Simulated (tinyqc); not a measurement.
# Junction field-effect transistor with two gates, gradual channel with velocity saturation: what changes with what

A uniformly doped n-type channel, depleted from both sides by p+ gates; at channel potential V the depleted share of a is u = sqrt((Vbi - Vg + V)/Vp), s at the source. Electrons drift with v = mu E/(1 + mu E/vsat). Abrupt depletion edge, no series resistance, source at 0.

Parameters, values chosen for the exercise; material values close to those of gallium arsenide: temperature T = 250 K; relative permittivity of the semiconductor eps_r = 13.1; conduction-band density of states at T Nc = 3.33e17 cm^-3; band gap Eg = 1.4 eV; valence-band density of states at T Nv = 6.76e18 cm^-3; donor density of the channel Nd = 5.1e16 cm^-3; half the channel thickness a = 250 nm; low-field mobility at this doping mu = 4600 cm^2/(V s); saturation velocity vsat = 9.7e6 cm/s; gate length L = 0.5 um; gate width W = 100 um; acceptor density of the gates Na = 4.6e18 cm^-3; gate voltage Vg = 0 V.

Constants: q = 1.602176634e-19 C, kB = 1.380649e-23 J/K, Vt = kB T/q, eps0 = 8.8541878128e-14 F/cm where lengths are in cm. Results are converted to the units shown.

Each table varies one quantity; the others keep the values above.

## Effect of the low-field mobility at this doping on saturation

ni = sqrt(Nc Nv) exp(-Eg/(2 Vt)), Eg in volts; Vbi = Vt ln(Na Nd/ni^2); Vp = q Nd a^2/(2 eps0 eps_r); G0 = 2 q mu Nd a W/L; Z = mu Vp/(vsat L); s = sqrt((Vbi - Vg)/Vp). I = (G0 Vp/3) F/(1 + Z (u^2 - s^2)), F = 3 (u^2 - s^2) - 2 (u^3 - s^3), with u at V = Vd; Z = 0 gives constant mobility, for which u stops at 1. The current peaks at u = um, the root of (1 - u)(1 + Z (u^2 - s^2)) = Z F/3; beyond Vdsat = Vp (um^2 - s^2) it is held at that value. gm = G0 (um - s)/(1 + Z (um^2 - s^2)).

Result of one run:

| mu (cm^2/(V s)) | Z | um | Vdsat (V) | Isat (mA) | Isat for Z = 0 (mA) | gm (mS) |
|---|---|---|---|---|---|---|
| 920 | 4.176 | 0.9277 | 0.5435 | 2.864 | 6.640 | 5.340 |

What becomes of these results when the low-field mobility at this doping mu is changed from 920 to 18000 cm^2/(V s), all else the same?

Result of the changed run:

| mu (cm^2/(V s)) | Z | um | Vdsat (V) | Isat (mA) | Isat for Z = 0 (mA) | gm (mS) |
|---|---|---|---|---|---|---|
| 18000 | 81.70 | 0.8339 | 0.1795 | 6.584 | 129.9 | 9.678 |

The whole series:

| mu (cm^2/(V s)) | Z | um | Vdsat (V) | Isat (mA) | Isat for Z = 0 (mA) | gm (mS) |
|---|---|---|---|---|---|---|
| 920 | 4.176 | 0.9277 | 0.5435 | 2.864 | 6.640 | 5.340 |
| 1500 | 6.809 | 0.9100 | 0.4717 | 3.567 | 10.83 | 6.307 |
| 2500 | 11.35 | 0.8915 | 0.3983 | 4.300 | 18.04 | 7.227 |
| 4100 | 18.61 | 0.8745 | 0.3323 | 4.974 | 29.59 | 8.007 |
| 6800 | 30.87 | 0.8587 | 0.2720 | 5.599 | 49.07 | 8.685 |
| 11000 | 49.93 | 0.8455 | 0.2225 | 6.123 | 79.39 | 9.223 |
| 18000 | 81.70 | 0.8339 | 0.1795 | 6.584 | 129.9 | 9.678 |

As mu goes from 920 to 18000 cm^2/(V s), Vdsat falls from 0.543 to 0.179 V, Isat rises from 2.86 to 6.58 mA and gm rises from 5.34 to 9.68 mS. Isat is 0.431 of the constant-mobility value in the first row and 0.0507 in the last.

## Effect of the donor density of the channel on saturation

Same model as above.

Effect of the donor density of the channel on saturation:

| Nd (cm^-3) | Z | um | Vdsat (V) | Isat (mA) | Isat for Z = 0 (mA) | gm (mS) |
|---|---|---|---|---|---|---|
| 3.4e16 | 13.92 | 0.9872 | 0.08786 | 0.3373 | 0.6777 | 4.210 |
| 4.6e16 | 18.83 | 0.9024 | 0.2677 | 3.490 | 18.35 | 7.480 |
| 6.2e16 | 25.38 | 0.8115 | 0.4070 | 9.081 | 82.12 | 9.387 |
| 8.4e16 | 34.39 | 0.7240 | 0.5387 | 18.01 | 249.6 | 11.26 |
| 1.1e17 | 45.03 | 0.6525 | 0.6539 | 29.70 | 571.0 | 13.04 |
| 1.5e17 | 61.41 | 0.5780 | 0.7886 | 49.19 | 1333 | 15.29 |

Read the table: what changes, and by how much?

As Nd goes from 3.4e16 to 1.5e17 cm^-3, Vdsat rises from 0.0879 to 0.789 V, Isat rises from 0.337 to 49.2 mA and gm rises from 4.21 to 15.3 mS. Isat is 0.498 of the constant-mobility value in the first row and 0.0369 in the last. At Nd = 3.4e16 cm^-3 the open channel at the source, (1 - s) a, is under two Debye lengths, so the abrupt edge is rough. For Nd = 1.1e17 to 1.5e17 cm^-3 Nd is not small against Nc, so the Boltzmann form of Vbi is rough.

## Output curve

Same model as above.

Results:

| Vd (V) | u (at most 1) | I for Z = 0 (mA) | I (mA) |
|---|---|---|---|
| 0.06 | 0.80067 | 4.6887 | 2.9882 |
| 0.29 | 0.86345 | 19.173 | 5.1122 |
| 0.4 | 0.89191 | 24.227 | 5.1223 |
| 0.52 | 0.92197 | 28.421 | 5.1223 |
| 0.64 | 0.95107 | 31.281 | 5.1223 |
| 0.75 | 0.97698 | 32.766 | 5.1223 |
| 0.86 | 1.0000 | 33.198 | 5.1223 |
| 0.98 | 1.0000 | 33.198 | 5.1223 |

Estimate the missing row, Vd = 0.17 V.

Computed row:

| Vd (V) | u (at most 1) | I for Z = 0 (mA) | I (mA) |
|---|---|---|---|
| 0.17 | 0.83128 | 12.293 | 4.7058 |

With this row back in the table: With constant mobility the current rises from 4.69 to 33.2 mA and saturates at pinch-off, Vd = 0.850 V; with Z = 20.9 it saturates at 0.318 V and 5.12 mA. The two differ by 36 % in the first row and 85 % in the last.

Program tinyqc, `OMP_NUM_THREADS=1 python tinyqc.py 2500042 2500043 out.jsonl`; Intel Xeon 2.30GHz, shared host, one thread, about 0.06 s.
